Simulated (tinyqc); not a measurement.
Inside a calculation. Method: RHF in the 3-21g basis, for H2, spin multiplicity 1. One step of it, computed by the program tinyqc.

Problem. Iteration 2: building the Fock matrix. J_ij = sum D_kl (ij|kl), K_ij = sum D_kl (ik|jl); F = H + J - 0.5 K; E = tr D H + tr D J / 2 - 0.25 tr D K + E_nn.

D after iteration 1, lower triangle:
```
,1H 1s,1H 2s,2H 1s,2H 2s
1H 1s,0.149908
1H 2s,0.179500,0.214933
2H 1s,0.149908,0.179500,0.149908
2H 2s,0.179500,0.214933,0.179500,0.214933
```

core Hamiltonian H = T + V (hartree), lower triangle:
```
,1H 1s,1H 2s,2H 1s,2H 2s
1H 1s,-0.857501
1H 2s,-0.918835,-0.950309
2H 1s,-0.714478,-0.747255,-0.857501
2H 2s,-0.747255,-0.861519,-0.918835,-0.950309
```

Two-electron integrals (ij|kl) in chemists' order, unique and non-zero (hartree):
```
i,j,k,l,(ij|kl)
1,1,1,1,1.140145
2,1,1,1,0.611403
2,1,2,1,0.345152
2,2,1,1,0.626370
2,2,2,1,0.380329
2,2,2,2,0.482957
3,1,1,1,0.356350
3,1,2,1,0.202285
3,1,2,2,0.223950
3,1,3,1,0.151551
3,2,1,1,0.328563
3,2,2,1,0.198149
3,2,2,2,0.244637
3,2,3,1,0.156093
3,2,3,2,0.182513
3,3,1,1,0.657823
3,3,2,1,0.405015
3,3,2,2,0.513937
3,3,3,1,0.356350
3,3,3,2,0.438322
3,3,3,3,1.140145
4,1,1,1,0.438322
4,1,2,1,0.248339
4,1,2,2,0.275310
4,1,3,1,0.156093
4,1,3,2,0.156168
4,1,3,3,0.328563
4,1,4,1,0.182513
4,2,1,1,0.490406
4,2,2,1,0.299570
4,2,2,2,0.386226
4,2,3,1,0.194560
4,2,3,2,0.223907
4,2,3,3,0.490406
4,2,4,1,0.223907
4,2,4,2,0.329006
4,3,1,1,0.405015
4,3,2,1,0.248637
4,3,2,2,0.318761
4,3,3,1,0.202285
4,3,3,2,0.248339
4,3,3,3,0.611403
4,3,4,1,0.198149
4,3,4,2,0.299570
4,3,4,3,0.345152
4,4,1,1,0.513937
4,4,2,1,0.318761
4,4,2,2,0.427674
4,4,3,1,0.223950
4,4,3,2,0.275310
4,4,3,3,0.626370
4,4,4,1,0.244637
4,4,4,2,0.386226
4,4,4,3,0.380329
4,4,4,4,0.482957
```

nuclear repulsion = 0.69083187 hartree

Give: Coulomb J; exchange K; Fock matrix F; total energy of this density.

Solution.

Coulomb J (hartree), lower triangle:
```
,1H 1s,1H 2s,2H 1s,2H 2s
1H 1s,1.4725
1H 2s,0.8655,1.0375
2H 1s,0.5895,0.6516,1.4725
2H 2s,0.6516,0.8887,0.8655,1.0375
```

exchange K (hartree), lower triangle:
```
,1H 1s,1H 2s,2H 1s,2H 2s
1H 1s,1.0262
1H 2s,0.8938,0.8913
2H 1s,0.7924,0.8267,1.0262
2H 2s,0.8267,0.8650,0.8938,0.8913
```

Fock matrix F (hartree), lower triangle:
```
,1H 1s,1H 2s,2H 1s,2H 2s
1H 1s,0.1019
1H 2s,-0.5002,-0.3585
2H 1s,-0.5212,-0.5090,0.1019
2H 2s,-0.5090,-0.4053,-0.5002,-0.3585
```

total energy of this density = -1.121693 hartree
